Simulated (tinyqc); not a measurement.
# Worked calculation: MOSFET in the linear regime without short-channel effects, parameter extraction from computed curves

Computed by the program tinyqc: `OMP_NUM_THREADS=1 python tinyqc.py 2210086 2210087 out.jsonl`, one thread of a shared Intel Xeon 2.30GHz, about 0.01 s for the whole run. Printed values are rounded.

Inversion charge Q = Cox n Vt W0(exp((Vg - VT)/(n Vt))), W0 the Lambert function and n = nf; u = Q/Cox; mobility mu = mu0/(1 + th1 u + th2 u^2); channel resistance Rch = (L - dL)/(W mu Q); Id = Vd/(Rch + Rsd/W). Cox = eps0 eox/tox. Small Vd, no channel-length or drain effects.

Parameters, values chosen for the exercise; channel values of the order met in silicon transistors:
```
symbol,value,unit,meaning
T,300,K,temperature
eox,3.9,,relative permittivity of the gate insulator (close to silicon dioxide)
tox,4.1,nm,insulator thickness
mu0,200,cm^2/(V s),low-field mobility
th1,0.07,1/V,first mobility attenuation factor
th2,0.03,1/V^2,second mobility attenuation factor
VT,0.5,V,threshold voltage
nf,1.26,,body factor
W,10,um,gate width
L,0.061,um,drawn gate length
dL,0.009,um,drawn less effective length
Rsd,250,ohm um,source plus drain resistance
Vd,0.01,V,drain voltage
```

Constants: q = 1.602176634e-19 C, kB = 1.380649e-23 J/K, Vt = kB T/q, eps0 = 8.8541878128e-14 F/cm where lengths are in cm. Results are converted to the units shown.

## Transfer curve

Vg, point 0 to 11 (V): 0.2  0.35  0.5  0.65  0.8  0.95  1.1  1.25  1.4  1.55  1.7  1.85

u, mu, Rch and Id as defined.

```
point        u (V)  mu (cm^2/(V s))   Rch (ohm)      Id (uA)
0      3.258347e-6         200.0000  9.474290e6  0.001055485
1      3.225906e-4         199.9955    95697.81    0.1044683
2       0.01847385         199.7397    1673.216     5.888532
3        0.1102768         198.3961    282.1997     32.55212
4        0.2355551         196.4340    133.4334     63.11800
5        0.3707778         194.1599    85.76311     90.28277
6        0.5103696         191.6553    63.12019     113.4814
7        0.6523733         188.9584    50.08543     133.1816
8        0.7958960         186.0956    41.68515     149.9584
9        0.9404595         183.0888    35.85684     164.3201
10        1.085779         179.9577    31.59816     176.6842
11        1.231673         176.7210    28.36551     187.3870
```

## Threshold and mobility at the peak transconductance

gm_i = (Id_(i+1) - Id_(i-1))/(Vg_(i+1) - Vg_(i-1)); at the point j of largest gm the tangent meets the axis at V_ext = Vg_j - Id_j/gm_j; field-effect mobility gm_j L/(W Cox Vd) with the drawn L.

gm, point 1 to 10 (uS): 19.62492  108.1588  190.7649  192.4355  167.8779  142.9962  121.5902  103.7948  89.08584  76.88962
j = 4
V_ext = 0.4720044 V
field-effect mobility = 139.3752 cm^2/(V s)

V_ext is 28 mV below the model VT, and the mobility so found is 41 % below mu0 L/(L - dL) = 235 cm^2/(V s), the value for the drawn L; attenuation, series resistance and the slow approach of Q to a straight line all lower the peak gm.

## The Y function

Y_i = Id_i/sqrt(gm_i). For Id = beta Vd x/(1 + th x), x = Vg - VT, Y = sqrt(beta Vd) x whatever th. Slope s from points 7 and 10; VT_Y = Vg - Y/s at point 10; beta = s^2/Vd; mobility beta L/(W Cox) with the drawn L; th* = (beta Vd x/Id - 1)/x at point 10.

Y, point 1 to 10 (uA^0.5 V^0.5): 0.02358200  0.5662080  2.356839  4.549992  6.967999  9.489914  12.07800  14.71916  17.40950  20.14948
s = 17.93662 uA^0.5 V^-0.5
VT_Y = 0.5766288 V
beta = 32172.22 uA/V^2
mobility from Y = 233.0137 cm^2/(V s)
th* = 0.9307109 1/V

The mobility from Y is 0.68 % below mu0 L/(L - dL) = 235 cm^2/(V s), which it should reach in deep inversion when th2 = 0. th* compares with th1 + mu0 Cox Rsd/(L - dL) = 0.880 1/V, since series resistance enters like th1.
